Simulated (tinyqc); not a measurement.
Worked calculation (part 1 of 2): RKS/BP86 in the sto-6g basis, for BeH2, spin multiplicity 1. Computed by tinyqc, a small Python program that keeps every step (integrals from PySCF). Settings: charge = 0, multiplicity = 1, basis = sto-6g, energy threshold = 1e-10, iteration cap = 85, orthogonalisation = symmetric, start = core, DIIS depth = 4, DIIS from iteration = 2, method = RKS, functional = b88,p86, grid = [20, 86]. Command: `OMP_NUM_THREADS=1 python tinyqc.py 26045 26046 out.jsonl` (the two numbers bound the seeds that draw the settings). One thread of a shared host (Intel(R) Xeon(R) Processor @ 2.60GHz), about 0.8 s of CPU time with the checks. Later iterations appear only in the table of the cycle.

## One-electron integrals

Geometry (angstrom):
```
atom        x         y        z
Be    0.00000   0.00000  0.00000
H     0.00000   1.61700  0.00000
H     0.00000  -1.61700  0.00000
```

Basis sto-6g: exponents (1/bohr^2) and contraction coefficients of normalised primitives:
```
element  l (shell)   exponent  coefficient
Be           s (1)  312.87049      0.00916
Be           s (1)   57.36446      0.04936
Be           s (1)   16.04851      0.16854
Be           s (1)    5.51310      0.37056
Be           s (1)    2.14090      0.41649
Be           s (1)    0.88174      0.13033
Be           s (2)   13.63325     -0.01325
Be           s (2)    2.69838     -0.04699
Be           s (2)    0.83865     -0.03379
Be           s (2)    0.32266      0.25024
Be           s (2)    0.14013      0.59512
Be           s (2)    0.06423      0.24071
Be           p (3)   13.63325      0.00376
Be           p (3)    2.69838      0.03768
Be           p (3)    0.83865      0.17390
Be           p (3)    0.32266      0.41804
Be           p (3)    0.14013      0.42586
Be           p (3)    0.06423      0.10171
H            s (1)   35.52322      0.00916
H            s (1)    6.51314      0.04936
H            s (1)    1.82214      0.16854
H            s (1)    0.62596      0.37056
H            s (1)    0.24308      0.41649
H            s (1)    0.10011      0.13033
```

Overlap, kinetic and nuclear-attraction integrals over the contracted functions; the nuclear repulsion is the sum of Za Zb / Rab.

nuclear repulsion = 2.7816984 hartree

overlap S, order 1Be 1s, 1Be 2s, 1Be 2px, 1Be 2py, 1Be 2pz, 2H 1s, 3H 1s:
$$\begin{pmatrix}
1.00000 & 0.25476 & 0.00000 & 0.00000 & 0.00000 & 0.03886 & 0.03886 \\
0.25476 & 1.00000 & 0.00000 & 0.00000 & 0.00000 & 0.35476 & 0.35476 \\
0.00000 & 0.00000 & 1.00000 & 0.00000 & 0.00000 & 0.00000 & 0.00000 \\
0.00000 & 0.00000 & 0.00000 & 1.00000 & 0.00000 & 0.43764 & -0.43764 \\
0.00000 & 0.00000 & 0.00000 & 0.00000 & 1.00000 & 0.00000 & 0.00000 \\
0.03886 & 0.35476 & 0.00000 & 0.43764 & 0.00000 & 1.00000 & 0.01416 \\
0.03886 & 0.35476 & 0.00000 & -0.43764 & 0.00000 & 0.01416 & 1.00000
\end{pmatrix}$$

kinetic energy T (hartree), order 1Be 1s, 1Be 2s, 1Be 2px, 1Be 2py, 1Be 2pz, 2H 1s, 3H 1s:
$$\begin{pmatrix}
6.76875 & -0.20738 & 0.00000 & 0.00000 & 0.00000 & -0.01169 & -0.01169 \\
-0.20738 & 0.22012 & 0.00000 & 0.00000 & 0.00000 & 0.03358 & 0.03358 \\
0.00000 & 0.00000 & 0.66127 & 0.00000 & 0.00000 & 0.00000 & 0.00000 \\
0.00000 & 0.00000 & 0.00000 & 0.66127 & 0.00000 & 0.11381 & -0.11381 \\
0.00000 & 0.00000 & 0.00000 & 0.00000 & 0.66127 & 0.00000 & 0.00000 \\
-0.01169 & 0.03358 & 0.00000 & 0.11381 & 0.00000 & 0.76852 & -0.00412 \\
-0.01169 & 0.03358 & 0.00000 & -0.11381 & 0.00000 & -0.00412 & 0.76852
\end{pmatrix}$$

nuclear attraction V (hartree), order 1Be 1s, 1Be 2s, 1Be 2px, 1Be 2py, 1Be 2pz, 2H 1s, 3H 1s:
$$\begin{pmatrix}
-15.36931 & -1.81748 & 0.00000 & 0.00000 & 0.00000 & -0.30011 & -0.30011 \\
-1.81748 & -2.93540 & 0.00000 & 0.00000 & 0.00000 & -0.94469 & -0.94469 \\
0.00000 & 0.00000 & -2.87774 & 0.00000 & 0.00000 & 0.00000 & 0.00000 \\
0.00000 & 0.00000 & 0.00000 & -3.05044 & 0.00000 & -1.14069 & 1.14069 \\
0.00000 & 0.00000 & 0.00000 & 0.00000 & -2.87774 & 0.00000 & 0.00000 \\
-0.30011 & -0.94469 & 0.00000 & -1.14069 & 0.00000 & -2.70902 & -0.04249 \\
-0.30011 & -0.94469 & 0.00000 & 1.14069 & 0.00000 & -0.04249 & -2.70902
\end{pmatrix}$$

core Hamiltonian H = T + V (hartree), order 1Be 1s, 1Be 2s, 1Be 2px, 1Be 2py, 1Be 2pz, 2H 1s, 3H 1s:
$$\begin{pmatrix}
-8.60056 & -2.02486 & 0.00000 & 0.00000 & 0.00000 & -0.31180 & -0.31180 \\
-2.02486 & -2.71528 & 0.00000 & 0.00000 & 0.00000 & -0.91111 & -0.91111 \\
0.00000 & 0.00000 & -2.21648 & 0.00000 & 0.00000 & 0.00000 & 0.00000 \\
0.00000 & 0.00000 & 0.00000 & -2.38918 & 0.00000 & -1.02689 & 1.02689 \\
0.00000 & 0.00000 & 0.00000 & 0.00000 & -2.21648 & 0.00000 & 0.00000 \\
-0.31180 & -0.91111 & 0.00000 & -1.02689 & 0.00000 & -1.94050 & -0.04661 \\
-0.31180 & -0.91111 & 0.00000 & 1.02689 & 0.00000 & -0.04661 & -1.94050
\end{pmatrix}$$

## Two-electron integrals

Functions are numbered as in S; the eight-fold symmetry (ij|kl) = (ji|kl) = (kl|ij) leaves the list below.

Two-electron integrals (ij|kl) in chemists' order, unique and non-zero (hartree):
```
(11|11) 2.30000    (21|11) 0.36188    (21|21) 0.07193    (22|11) 0.57033
(22|21) 0.13965    (22|22) 0.41777    (31|31) 0.01525    (32|31) 0.02255
(32|32) 0.09234    (33|11) 0.57033    (33|21) 0.13965    (33|22) 0.41777
(33|33) 0.45012    (41|41) 0.01525    (42|41) 0.02255    (42|42) 0.09234
(43|43) 0.02426    (44|11) 0.57033    (44|21) 0.13965    (44|22) 0.41777
(44|33) 0.40160    (44|44) 0.45012    (51|51) 0.01525    (52|51) 0.02255
(52|52) 0.09234    (53|53) 0.02426    (54|54) 0.02426    (55|11) 0.57033
(55|21) 0.13965    (55|22) 0.41777    (55|33) 0.40160    (55|44) 0.40160
(55|55) 0.45012    (61|11) 0.05634    (61|21) 0.01089    (61|22) 0.02114
(61|33) 0.02096    (61|41) 0.00108    (61|42) 0.00212    (61|44) 0.02149
(61|55) 0.02096    (61|61) 0.00175    (62|11) 0.15601    (62|21) 0.03893
(62|22) 0.12934    (62|33) 0.12423    (62|41) 0.00538    (62|42) 0.03340
(62|44) 0.13954    (62|55) 0.12423    (62|61) 0.00656    (62|62) 0.06320
(63|31) 0.00347    (63|32) 0.01646    (63|43) 0.00556    (63|63) 0.00528
(64|11) 0.17506    (64|21) 0.04418    (64|22) 0.15305    (64|33) 0.14410
(64|41) 0.00862    (64|42) 0.05186    (64|44) 0.17095    (64|55) 0.14410
(64|61) 0.00777    (64|62) 0.08463    (64|64) 0.11621    (65|51) 0.00347
(65|52) 0.01646    (65|54) 0.00556    (65|65) 0.00528    (66|11) 0.32629
(66|21) 0.08296    (66|22) 0.30878    (66|33) 0.28710    (66|41) 0.01256
(66|42) 0.10291    (66|44) 0.35215    (66|55) 0.28710    (66|61) 0.01435
(66|62) 0.19757    (66|64) 0.27943    (66|66) 0.77500    (71|11) 0.05634
(71|21) 0.01089    (71|22) 0.02114    (71|33) 0.02096    (71|41) -0.00108
(71|42) -0.00212   (71|44) 0.02149    (71|55) 0.02096    (71|61) 0.00158
(71|62) 0.00541    (71|64) 0.00594    (71|66) 0.01146    (71|71) 0.00175
(72|11) 0.15601    (72|21) 0.03893    (72|22) 0.12934    (72|33) 0.12423
(72|41) -0.00538   (72|42) -0.03340   (72|44) 0.13954    (72|55) 0.12423
(72|61) 0.00541    (72|62) 0.03081    (72|64) 0.03373    (72|66) 0.07031
(72|71) 0.00656    (72|72) 0.06320    (73|31) 0.00347    (73|32) 0.01646
(73|43) -0.00556   (73|63) 0.00194    (73|73) 0.00528    (74|11) -0.17506
(74|21) -0.04418   (74|22) -0.15305   (74|33) -0.14410   (74|41) 0.00862
(74|42) 0.05186    (74|44) -0.17095   (74|55) -0.14410   (74|61) -0.00594
(74|62) -0.03373   (74|64) -0.03598   (74|66) -0.07664   (74|71) -0.00777
(74|72) -0.08463   (74|74) 0.11621    (75|51) 0.00347    (75|52) 0.01646
(75|54) -0.00556   (75|65) 0.00194    (75|75) 0.00528    (76|11) 0.00776
(76|21) 0.00189    (76|22) 0.00575    (76|33) 0.00563    (76|44) 0.00598
(76|55) 0.00563    (76|61) 0.00029    (76|62) 0.00191    (76|64) 0.00232
(76|66) 0.00491    (76|71) 0.00029    (76|72) 0.00191    (76|74) -0.00232
(76|76) 0.00008    (77|11) 0.32629    (77|21) 0.08296    (77|22) 0.30878
(77|33) 0.28710    (77|41) -0.01256   (77|42) -0.10291   (77|44) 0.35215
(77|55) 0.28710    (77|61) 0.01146    (77|62) 0.07031    (77|64) 0.07664
(77|66) 0.16362    (77|71) 0.01435    (77|72) 0.19757    (77|74) -0.27943
(77|76) 0.00491    (77|77) 0.77500
```

## Orthogonalisation

S = U s U^T; symmetric (Loewdin) form X = U s^(-1/2) U^T, so that X^T S X = 1.

eigenvalues of S: [0.37397, 0.46376, 0.95862, 1.00000, 1.00000, 1.59178, 1.61187]

X, order 1Be 1s, 1Be 2s, 1Be 2px, 1Be 2py, 1Be 2pz, 2H 1s, 3H 1s:
$$\begin{pmatrix}
1.02728 & -0.14618 & 0.00000 & 0.00000 & 0.00000 & 0.01938 & 0.01938 \\
-0.14618 & 1.14681 & 0.00000 & 0.00000 & 0.00000 & -0.21484 & -0.21484 \\
0.00000 & 0.00000 & 1.00000 & 0.00000 & 0.00000 & 0.00000 & 0.00000 \\
0.00000 & 0.00000 & 0.00000 & 1.20660 & 0.00000 & -0.29965 & 0.29965 \\
0.00000 & 0.00000 & 0.00000 & 0.00000 & 1.00000 & 0.00000 & 0.00000 \\
0.01938 & -0.21484 & 0.00000 & -0.29965 & 0.00000 & 1.16230 & -0.05400 \\
0.01938 & -0.21484 & 0.00000 & 0.29965 & 0.00000 & -0.05400 & 1.16230
\end{pmatrix}$$

## Starting guess

The start is the orbitals of the core Hamiltonian; D = 2 C_occ C_occ^T.

D at the start, order 1Be 1s, 1Be 2s, 1Be 2px, 1Be 2py, 1Be 2pz, 2H 1s, 3H 1s:
$$\begin{pmatrix}
2.13932 & -0.54062 & 0.00000 & 0.00000 & 0.00000 & 0.00238 & 0.00238 \\
-0.54062 & 2.05538 & 0.00000 & 0.00000 & 0.00000 & 0.05440 & 0.05440 \\
0.00000 & 0.00000 & 0.00000 & 0.00000 & 0.00000 & 0.00000 & 0.00000 \\
0.00000 & 0.00000 & 0.00000 & 2.15040 & 0.00000 & -0.09018 & 0.09018 \\
0.00000 & 0.00000 & 0.00000 & 0.00000 & 0.00000 & 0.00000 & 0.00000 \\
0.00238 & 0.05440 & 0.00000 & -0.09018 & 0.00000 & 0.00536 & -0.00220 \\
0.00238 & 0.05440 & 0.00000 & 0.09018 & 0.00000 & -0.00220 & 0.00536
\end{pmatrix}$$

## Iteration 1: exchange-correlation on the grid

Becke grid with 20 radial and 86 angular points per atom, points of zero weight dropped. rho = sum D_ij phi_i phi_j; V_xc,ij = sum w v_xc phi_i phi_j plus the gradient terms; v_xc is d(rho eps)/d rho at fixed gradient.

The 8 grid points with the largest w rho, of 5136 (bohr, atomic units):
```
x                y         z        w      rho  |grad rho|^2    eps_xc      v_xc
-0.60840  -1.50754   0.00000  0.16868  0.09912       0.01260  -0.39976  -0.50994
0.00000    1.50754   0.60840  0.16868  0.09912       0.01260  -0.39976  -0.50994
0.00000   -1.50754   0.60840  0.16868  0.09912       0.01260  -0.39976  -0.50994
0.00000   -1.50754  -0.60840  0.16868  0.09912       0.01260  -0.39976  -0.50994
0.00000    1.50754  -0.60840  0.16868  0.09912       0.01260  -0.39976  -0.50994
0.60840    1.50754   0.00000  0.16868  0.09912       0.01260  -0.39976  -0.50994
0.60840   -1.50754   0.00000  0.16868  0.09912       0.01260  -0.39976  -0.50994
-0.60840   1.50754   0.00000  0.16868  0.09912       0.01260  -0.39976  -0.50994
```

electrons on the grid, sum of w rho = 6.00006

E_xc = sum of w rho eps_xc = -3.6087667 hartree

V_xc (hartree), order 1Be 1s, 1Be 2s, 1Be 2px, 1Be 2py, 1Be 2pz, 2H 1s, 3H 1s:
$$\begin{pmatrix}
-1.51181 & -0.19908 & 0.00000 & 0.00000 & 0.00000 & -0.03287 & -0.03287 \\
-0.19908 & -0.36156 & 0.00000 & 0.00000 & 0.00000 & -0.11487 & -0.11487 \\
0.00000 & 0.00000 & -0.33803 & 0.00000 & 0.00000 & 0.00000 & 0.00000 \\
0.00000 & 0.00000 & 0.00000 & -0.40862 & 0.00000 & -0.13854 & 0.13854 \\
0.00000 & 0.00000 & 0.00000 & 0.00000 & -0.33803 & 0.00000 & 0.00000 \\
-0.03287 & -0.11487 & 0.00000 & -0.13854 & 0.00000 & -0.25809 & -0.00527 \\
-0.03287 & -0.11487 & 0.00000 & 0.13854 & 0.00000 & -0.00527 & -0.25809
\end{pmatrix}$$

## Iteration 1: building the Kohn-Sham matrix

J_ij = sum D_kl (ij|kl); F = H + J + V_xc; E = tr D H + tr D J / 2 + E_xc + E_nn.

Coulomb J (hartree), order 1Be 1s, 1Be 2s, 1Be 2px, 1Be 2py, 1Be 2pz, 2H 1s, 3H 1s:
$$\begin{pmatrix}
6.90264 & 1.27728 & 0.00000 & 0.00000 & 0.00000 & 0.19738 & 0.19738 \\
1.27728 & 2.80261 & 0.00000 & 0.00000 & 0.00000 & 0.84793 & 0.84793 \\
0.00000 & 0.00000 & 2.76972 & 0.00000 & 0.00000 & 0.00000 & 0.00000 \\
0.00000 & 0.00000 & 0.00000 & 2.86839 & 0.00000 & 0.99631 & -0.99631 \\
0.00000 & 0.00000 & 0.00000 & 0.00000 & 2.76972 & 0.00000 & 0.00000 \\
0.19738 & 0.84793 & 0.00000 & 0.99631 & 0.00000 & 1.97033 & 0.03886 \\
0.19738 & 0.84793 & 0.00000 & -0.99631 & 0.00000 & 0.03886 & 1.97033
\end{pmatrix}$$

Kohn-Sham matrix F (hartree), order 1Be 1s, 1Be 2s, 1Be 2px, 1Be 2py, 1Be 2pz, 2H 1s, 3H 1s:
$$\begin{pmatrix}
-3.20972 & -0.94667 & 0.00000 & 0.00000 & 0.00000 & -0.14729 & -0.14729 \\
-0.94667 & -0.27423 & 0.00000 & 0.00000 & 0.00000 & -0.17805 & -0.17805 \\
0.00000 & 0.00000 & 0.21520 & 0.00000 & 0.00000 & 0.00000 & 0.00000 \\
0.00000 & 0.00000 & 0.00000 & 0.07059 & 0.00000 & -0.16911 & 0.16911 \\
0.00000 & 0.00000 & 0.00000 & 0.00000 & 0.21520 & 0.00000 & 0.00000 \\
-0.14729 & -0.17805 & 0.00000 & -0.16911 & 0.00000 & -0.22825 & -0.01302 \\
-0.14729 & -0.17805 & 0.00000 & 0.16911 & 0.00000 & -0.01302 & -0.22825
\end{pmatrix}$$

total energy of this density = -15.0258313 hartree

## Iteration 1: diagonalisation and new density

Diagonalise F' = X^T F X, C = X C', fill 3 alpha and 3 beta electrons from the bottom; D = 2 C_occ C_occ^T. Each column has its largest component positive (the first on a tie).

F' = X^T F X (hartree):
$$\begin{pmatrix}
-3.11868 & -0.55875 & 0.00000 & 0.00000 & 0.00000 & -0.00357 & -0.00357 \\
-0.55875 & 0.02284 & 0.00000 & 0.00000 & 0.00000 & -0.13431 & -0.13431 \\
0.00000 & 0.00000 & 0.21520 & 0.00000 & 0.00000 & 0.00000 & 0.00000 \\
0.00000 & 0.00000 & 0.00000 & 0.30870 & 0.00000 & -0.22563 & 0.22563 \\
0.00000 & 0.00000 & 0.00000 & 0.00000 & 0.21520 & 0.00000 & 0.00000 \\
-0.00357 & -0.13431 & 0.00000 & -0.22563 & 0.00000 & -0.10530 & -0.04610 \\
-0.00357 & -0.13431 & 0.00000 & 0.22563 & 0.00000 & -0.04610 & -0.10530
\end{pmatrix}$$

orbital energies (hartree): MO1 -3.21556, MO2 -0.24597, MO3 -0.24357, MO4 0.21429, MO5 0.21520, MO6 0.21520, MO7 0.49307

coefficients C, order 1Be 1s, 1Be 2s, 1Be 2px, 1Be 2py, 1Be 2pz, 2H 1s, 3H 1s:
$$\begin{pmatrix}
0.98751 & -0.13146 & 0.00000 & -0.29152 & 0.00000 & 0.00000 & 0.00000 \\
0.04804 & 0.25359 & 0.00000 & 1.16715 & 0.00000 & 0.00000 & 0.00000 \\
0.00000 & 0.00000 & 0.00000 & 0.00000 & 0.26632 & 0.96389 & 0.00000 \\
0.00000 & 0.00000 & 0.23672 & 0.00000 & 0.00000 & 0.00000 & 1.25675 \\
0.00000 & 0.00000 & 0.00000 & 0.00000 & 0.96389 & -0.26632 & 0.00000 \\
-0.00801 & 0.60056 & 0.59477 & -0.54769 & 0.00000 & 0.00000 & -0.68972 \\
-0.00801 & 0.60056 & -0.59477 & -0.54769 & 0.00000 & 0.00000 & 0.68972
\end{pmatrix}$$

D after iteration 1, order 1Be 1s, 1Be 2s, 1Be 2px, 1Be 2py, 1Be 2pz, 2H 1s, 3H 1s:
$$\begin{pmatrix}
1.98490 & 0.02820 & 0.00000 & 0.00000 & 0.00000 & -0.17373 & -0.17373 \\
0.02820 & 0.13323 & 0.00000 & 0.00000 & 0.00000 & 0.30383 & 0.30383 \\
0.00000 & 0.00000 & 0.00000 & 0.00000 & 0.00000 & 0.00000 & 0.00000 \\
0.00000 & 0.00000 & 0.00000 & 0.11207 & 0.00000 & 0.28159 & -0.28159 \\
0.00000 & 0.00000 & 0.00000 & 0.00000 & 0.00000 & 0.00000 & 0.00000 \\
-0.17373 & 0.30383 & 0.00000 & 0.28159 & 0.00000 & 1.42898 & 0.01395 \\
-0.17373 & 0.30383 & 0.00000 & -0.28159 & 0.00000 & 0.01395 & 1.42898
\end{pmatrix}$$

Within a degenerate level the vectors are fixed only up to a rotation; this is one choice.

## Iteration 2: exchange-correlation on the grid

As before.

The 8 grid points with the largest w rho, of 5136 (bohr, atomic units):
```
x                y         z        w      rho  |grad rho|^2    eps_xc      v_xc
0.00000   -2.15287   0.00000  0.09244  0.12936       0.05916  -0.44075  -0.54530
0.00000    2.15287   0.00000  0.09244  0.12936       0.05916  -0.44075  -0.54530
0.80570    1.99642   0.00000  0.19941  0.05368       0.00955  -0.34146  -0.41203
0.00000    1.99642  -0.80570  0.19941  0.05368       0.00955  -0.34146  -0.41203
0.00000    1.99642   0.80570  0.19941  0.05368       0.00955  -0.34146  -0.41203
-0.80570   1.99642   0.00000  0.19941  0.05368       0.00955  -0.34146  -0.41203
0.00000   -1.99642   0.80570  0.19941  0.05368       0.00955  -0.34146  -0.41203
0.00000   -1.99642  -0.80570  0.19941  0.05368       0.00955  -0.34146  -0.41203
```

electrons on the grid, sum of w rho = 6.00056

E_xc = sum of w rho eps_xc = -3.7493198 hartree

V_xc (hartree), order 1Be 1s, 1Be 2s, 1Be 2px, 1Be 2py, 1Be 2pz, 2H 1s, 3H 1s:
$$\begin{pmatrix}
-1.48203 & -0.17900 & 0.00000 & 0.00000 & 0.00000 & -0.02957 & -0.02957 \\
-0.17900 & -0.25361 & 0.00000 & 0.00000 & 0.00000 & -0.12544 & -0.12544 \\
0.00000 & 0.00000 & -0.21548 & 0.00000 & 0.00000 & 0.00000 & 0.00000 \\
0.00000 & 0.00000 & 0.00000 & -0.32988 & 0.00000 & -0.17334 & 0.17334 \\
0.00000 & 0.00000 & 0.00000 & 0.00000 & -0.21548 & 0.00000 & 0.00000 \\
-0.02957 & -0.12544 & 0.00000 & -0.17334 & 0.00000 & -0.50104 & -0.00457 \\
-0.02957 & -0.12544 & 0.00000 & 0.17334 & 0.00000 & -0.00457 & -0.50104
\end{pmatrix}$$

## Iteration 2: building the Kohn-Sham matrix

As before.

Coulomb J (hartree), order 1Be 1s, 1Be 2s, 1Be 2px, 1Be 2py, 1Be 2pz, 2H 1s, 3H 1s:
$$\begin{pmatrix}
6.00595 & 1.08325 & 0.00000 & 0.00000 & 0.00000 & 0.16838 & 0.16838 \\
1.08325 & 2.43995 & 0.00000 & 0.00000 & 0.00000 & 0.84720 & 0.84720 \\
0.00000 & 0.00000 & 2.36001 & 0.00000 & 0.00000 & 0.00000 & 0.00000 \\
0.00000 & 0.00000 & 0.00000 & 2.59983 & 0.00000 & 1.05126 & -1.05126 \\
0.00000 & 0.00000 & 0.00000 & 0.00000 & 2.36001 & 0.00000 & 0.00000 \\
0.16838 & 0.84720 & 0.00000 & 1.05126 & 0.00000 & 2.42869 & 0.03572 \\
0.16838 & 0.84720 & 0.00000 & -1.05126 & 0.00000 & 0.03572 & 2.42869
\end{pmatrix}$$

Kohn-Sham matrix F (hartree), order 1Be 1s, 1Be 2s, 1Be 2px, 1Be 2py, 1Be 2pz, 2H 1s, 3H 1s:
$$\begin{pmatrix}
-4.07663 & -1.12061 & 0.00000 & 0.00000 & 0.00000 & -0.17299 & -0.17299 \\
-1.12061 & -0.52894 & 0.00000 & 0.00000 & 0.00000 & -0.18935 & -0.18935 \\
0.00000 & 0.00000 & -0.07195 & 0.00000 & 0.00000 & 0.00000 & 0.00000 \\
0.00000 & 0.00000 & 0.00000 & -0.11923 & 0.00000 & -0.14897 & 0.14897 \\
0.00000 & 0.00000 & 0.00000 & 0.00000 & -0.07195 & 0.00000 & 0.00000 \\
-0.17299 & -0.18935 & 0.00000 & -0.14897 & 0.00000 & -0.01284 & -0.01546 \\
-0.17299 & -0.18935 & 0.00000 & 0.14897 & 0.00000 & -0.01546 & -0.01284
\end{pmatrix}$$

total energy of this density = -15.5582287 hartree

## Iteration 2: diagonalisation and new density

As before.

F' = X^T F X (hartree):
$$\begin{pmatrix}
-3.98850 & -0.58601 & 0.00000 & 0.00000 & 0.00000 & -0.01272 & -0.01272 \\
-0.58601 & -0.24478 & 0.00000 & 0.00000 & 0.00000 & -0.14016 & -0.14016 \\
0.00000 & 0.00000 & -0.07195 & 0.00000 & 0.00000 & 0.00000 & 0.00000 \\
0.00000 & 0.00000 & 0.00000 & 0.04233 & 0.00000 & -0.20323 & 0.20323 \\
0.00000 & 0.00000 & 0.00000 & 0.00000 & -0.07195 & 0.00000 & 0.00000 \\
-0.01272 & -0.14016 & 0.00000 & -0.20323 & 0.00000 & 0.14856 & -0.05108 \\
-0.01272 & -0.14016 & 0.00000 & 0.20323 & 0.00000 & -0.05108 & 0.14856
\end{pmatrix}$$

orbital energies (hartree): MO1 -4.07863, MO2 -0.25958, MO3 -0.17699, MO4 -0.07195, MO5 -0.07195, MO6 0.20242, MO7 0.41896

coefficients C, order 1Be 1s, 1Be 2s, 1Be 2px, 1Be 2py, 1Be 2pz, 2H 1s, 3H 1s:
$$\begin{pmatrix}
0.99347 & -0.25659 & 0.00000 & 0.00000 & 0.00000 & -0.15685 & 0.00000 \\
0.02597 & 0.87223 & 0.00000 & 0.00000 & 0.00000 & 0.81695 & 0.00000 \\
0.00000 & 0.00000 & 0.00000 & -0.10284 & 0.99470 & 0.00000 & 0.00000 \\
0.00000 & 0.00000 & 0.70214 & 0.00000 & 0.00000 & 0.00000 & 1.06886 \\
0.00000 & 0.00000 & 0.00000 & 0.99470 & 0.10284 & 0.00000 & 0.00000 \\
-0.00445 & 0.18315 & 0.28353 & 0.00000 & 0.00000 & -0.79192 & -0.86550 \\
-0.00445 & 0.18315 & -0.28353 & 0.00000 & 0.00000 & -0.79192 & 0.86550
\end{pmatrix}$$

D after iteration 2, order 1Be 1s, 1Be 2s, 1Be 2px, 1Be 2py, 1Be 2pz, 2H 1s, 3H 1s:
$$\begin{pmatrix}
2.10566 & -0.39601 & 0.00000 & 0.00000 & 0.00000 & -0.10283 & -0.10283 \\
-0.39601 & 1.52290 & 0.00000 & 0.00000 & 0.00000 & 0.31926 & 0.31926 \\
0.00000 & 0.00000 & 0.00000 & 0.00000 & 0.00000 & 0.00000 & 0.00000 \\
0.00000 & 0.00000 & 0.00000 & 0.98599 & 0.00000 & 0.39816 & -0.39816 \\
0.00000 & 0.00000 & 0.00000 & 0.00000 & 0.00000 & 0.00000 & 0.00000 \\
-0.10283 & 0.31926 & 0.00000 & 0.39816 & 0.00000 & 0.22791 & -0.09366 \\
-0.10283 & 0.31926 & 0.00000 & -0.39816 & 0.00000 & -0.09366 & 0.22791
\end{pmatrix}$$

Within a degenerate level the vectors are fixed only up to a rotation; this is one choice.
